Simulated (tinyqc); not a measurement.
Worked calculation: Hubbard chain of 6 sites. Computed by tinyqc, a small Python program that keeps every step. Settings: hopping = 1.9, U = 2.2, mixing = 0.2, iteration cap = 83. Command: `OMP_NUM_THREADS=1 python tinyqc.py 23428 23429 out.jsonl` (the two numbers bound the seeds that draw the settings). One thread of a shared host (Intel(R) Xeon(R) Processor @ 2.60GHz), about 0.3 s of CPU time with the checks.

one-body matrix (hopping and site energies) (eV), order 1, 2, 3, 4, 5, 6:
```
[[0.700000, -1.900000, 0.000000, 0.000000, 0.000000, 0.000000],
 [-1.900000, -0.950000, -1.900000, 0.000000, 0.000000, 0.000000],
 [0.000000, -1.900000, -0.900000, -1.900000, 0.000000, 0.000000],
 [0.000000, 0.000000, -1.900000, -0.930000, -1.900000, 0.000000],
 [0.000000, 0.000000, 0.000000, -1.900000, 0.300000, -1.900000],
 [0.000000, 0.000000, 0.000000, 0.000000, -1.900000, -0.140000]]
```

U = 2.200000 eV

electrons, up and down: [3, 3]

n(up) at the start (a guess, not normalised): [0.950000, 0.050000, 0.950000, 0.050000, 0.950000, 0.050000]

n(down) at the start (a guess): [0.050000, 0.950000, 0.050000, 0.950000, 0.050000, 0.950000]

Each step fills the lowest levels of T + U n(other spin) and sets n(new) = n + mixing (n(out) - n); stop when output and input agree to 1e-8.

Course of the cycle:
```
iteration        E (eV)  largest |n(out) - n(in)|  mean |n_up - n_down|
1          -11.71248690                  3.89e-01              0.443904
2          -11.79501677                  3.25e-01              0.414274
3          -11.86154116                  2.72e-01              0.386628
4          -11.91541742                  2.28e-01              0.360876
5          -11.95929214                  1.93e-01              0.336914
6          -11.99523506                  1.63e-01              0.314633
7          -12.02485935                  1.41e-01              0.293918
8          -12.04942222                  1.25e-01              0.274659
9          -12.06990587                  1.11e-01              0.256750
10         -12.08708078                  9.94e-02              0.240091
11         -12.10155451                  8.93e-02              0.224588
...                 ...                       ...                   ...
73         -12.19130336                  1.52e-03              0.004368
74         -12.19130699                  1.42e-03              0.004101
75         -12.19131019                  1.34e-03              0.003851
76         -12.19131301                  1.26e-03              0.003616
77         -12.19131550                  1.18e-03              0.003396
78         -12.19131770                  1.11e-03              0.003189
79         -12.19131963                  1.04e-03              0.002994
80         -12.19132134                  9.77e-04              0.002811
81         -12.19132284                  9.18e-04              0.002640
82         -12.19132417                  8.62e-04              0.002479
83         -12.19132534                  8.09e-04              0.002328
```

Can the last value be used, and what does the course show?

Not by the stop rule, although the second column moves by less than 1e-05 over the last three steps. Not converged within 83 iterations: the residual falls steadily but slowly, by a factor of about 0.94 a step. The lowest mean-field energy found from random starts is -12.19133 eV. Reruns (cap 100 unless said): mixing 0.5: not converged; mixing 0.9: converged in 52 (E = -12.19133); the original settings with a cap of 400: converged in 263 (E = -12.19133).
